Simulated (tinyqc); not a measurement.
Dopant mobility from one pulse.

Question. With linear drift and no window, R = Ron x + Roff (1 - x), dx/dt = k i, k = mv Ron/D^2, and so R^2 = R0^2 - 2 k (Roff - Ron) phi after the flux phi. Find x0, k, mv and the charge passed.

Inputs (values chosen for the exercise):
```
symbol  value  unit                             meaning
Ron        50   ohm  resistance of the fully doped film
Roff    16000   ohm      resistance of the undoped film
D           8    nm                      film thickness
```

R before and after a pulse of flux 0.17 V s (ohm): 8982  4621.9327

Answer. R^2 is linear in the flux and R is linear in the charge.

x0 = 0.4400
k = 1.094e4 1/C
mv = 1.400e-14 m^2/(V s)
charge = 24.99 uC

Program tinyqc, `OMP_NUM_THREADS=1 python tinyqc.py 2880113 2880114 out.jsonl`; Intel Xeon 2.30GHz, shared host, one thread, about 0.3 s.
